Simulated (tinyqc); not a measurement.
Limits of the phonon part: Bloch-Grueneisen resistivity of a metal. Computed by tinyqc, a small Python program. Command: `OMP_NUM_THREADS=1 python tinyqc.py 3015996 3015997 out.jsonl bg walk`. One thread of a shared host (Intel(R) Xeon(R) Processor @ 2.30GHz), about 0.01 s of CPU time with the checks.

Electrons scatter from a Debye spectrum of phonons (n = 5 for scattering within one band, n = 3 for scattering into a second, heavy band) and from static defects.

Inputs (values chosen for the exercise, modelled on nickel):
```
quantity                      value         unit
exponent n                        5            -
Debye temperature Theta         379            K
transport coupling lambda_tr   0.21            -
Drude plasma energy hbar w_p    5.9           eV
residual resistivity rho_0       10  microohm cm
saturation resistivity          170  microohm cm
```

Addition: saturation.

Constants: k_B = 1.380649e-23 J/K; hbar = 1.054571817e-34 J s; eps_0 = 8.8541878128e-12 F/m; hbar = 6.582119569e-16 eV s.

Method:
- J_n(y) = int_0^y x^n e^x/(e^x - 1)^2 dx, by 96 Gauss-Legendre points (upper limit at most 60).
- rho_ph = (n - 1) rho_1 (T/Theta)^n J_n(Theta/T), with rho_1 = 2 pi lambda_tr k_B Theta/(hbar eps_0 w_p^2), the high-temperature line at T = Theta.
- Parallel-resistor saturation: 1/rho = 1/(rho_0 + rho_ph) + 1/rho_sat.
- Low T: (n - 1) n! zeta(n) rho_1 (T/Theta)^n. High T: rho_1 (T/Theta) [1 - (n - 1)/(12 (n + 1)) (Theta/T)^2].

Resistivities (microohm cm):
```
T (K)      rho_ph   low-T law  straight line  line with correction  total rho
11     9.4337e-05  9.4337e-05          0.267                     -      9.445
19     1.4503e-03  1.4504e-03          0.461                     -      9.446
30     1.4047e-02  1.4234e-02          0.728                     -      9.457
45     9.1873e-02  1.0809e-01          1.093                     -      9.526
76     5.9658e-01  1.4852e+00          1.845                     -      9.975
130    2.0387e+00  2.1749e+01          3.157                 1.666     11.243
190    3.7287e+00  1.4504e+02          4.614                 3.594     12.703
300    6.6755e+00  1.4234e+03          7.285                 6.639     15.186
450    1.0508e+01  1.0809e+04         10.927                10.496     18.300
760    1.8202e+01  1.4852e+05         18.454                18.199     24.189
```

What follows from these numbers?

The low-T law holds to 10 % up to 30 K, the straight line from 300 K on. The local exponent of rho_ph falls from 5.00 to 1.05. Phonons overtake the residual resistivity between 300 and 450 K. Saturation lowers the last total by 14.2 %.

Extremes, crossings and ranges named in words are read from the listed rows.
